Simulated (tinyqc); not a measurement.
Gap voltage and exponent from three temperatures.

Inverse problem. At constant current VBE(T) = Vg0 - a T - eta (kB T/q) ln T, where a is a constant. Find Vg0, eta and dVBE/dT at the middle temperature.

Constants: q = 1.602176634e-19 C, kB = 1.380649e-23 J/K. Results are converted to the units shown.

T (K): 253  300  390
VBE at a constant current (V): 0.7239116808  0.6307298940  0.4470148194

Answer. The relation is linear in Vg0, a and eta, so three points give a linear system; the slope is (VBE - Vg0 - eta kB T/q)/T. eta rests on the curvature of VBE(T) alone, so real fits need accuracy of some tens of microvolts or better.

Vg0 = 1.15 V
eta = 3.10
dVBE/dT = -2.00 mV/K

tinyqc, about 0.02 s, one thread, Intel Xeon 2.30GHz (shared host): `OMP_NUM_THREADS=1 python tinyqc.py 2062114 2062115 out.jsonl`
